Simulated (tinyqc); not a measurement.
The liquidus: liquidus of a compound AB in a simple-solution melt, liquid-phase epitaxy and vapour pressures. Computed by tinyqc, a small Python program. Command: `OMP_NUM_THREADS=1 python tinyqc.py 3024874 3024875 out.jsonl liq35 walk`. One thread of a shared host (Intel(R) Xeon(R) Processor @ 2.30GHz), about 0.03 s of CPU time with the checks.

x is the atom fraction of B in the melt. The melt is a simple solution: R T ln gamma_B = W (1 - x)^2, R T ln gamma_A = W x^2, W = a + b T. The solid AB is stoichiometric.

Inputs (values chosen for the exercise, for a model compound):
```
quantity               value       unit
melting point T_F       1798          K
entropy of fusion S_F   64.4  J/(mol K)
interaction a           12.8     kJ/mol
interaction slope b      -24  J/(mol K)
```

Constants: R = 8.314462618 J/(mol K).

Method. Liquidus (Vieland): f(x) = R T ln[4 x (1 - x)] + 2 W (1/2 - x)^2 + S_F (T_F - T) = 0.

Solubility; ideal: W = 0; dilute: (1/4) exp[-(S_F (T_F - T) + W/2)/(R T)]:
```
T (K)           x       ideal      dilute  W (kJ/mol)
899    1.9451e-04  1.0818e-04  1.9456e-04      -8.776
1043   1.8526e-03  9.1905e-04  1.8588e-03     -12.232
1187   1.0052e-02  4.6607e-03  1.0271e-02     -15.688
1331   3.6062e-02  1.6790e-02  3.9204e-02     -19.144
1474   9.2544e-02  4.7844e-02  1.1443e-01     -22.576
1618   1.8929e-01  1.2002e-01  2.7791e-01     -26.032
1726   3.0312e-01  2.3727e-01  4.9061e-01     -28.624
1780   4.0180e-01  3.6276e-01  6.3522e-01     -29.920
```

What does the comparison show, and why?

x over the ideal value is 1.80 in the first row and 1.11 in the last, and lies between 1.11 and 2.16: W > 0 lowers the solubility and W < 0 raises it, by about exp(-W/(2 R T)) when dilute. The dilute form is within 5 % in 3 of the eight rows. Near T_F the liquidus closes as a parabola about x = 1/2.

Extremes, crossings and ranges named in words are read from the listed rows.
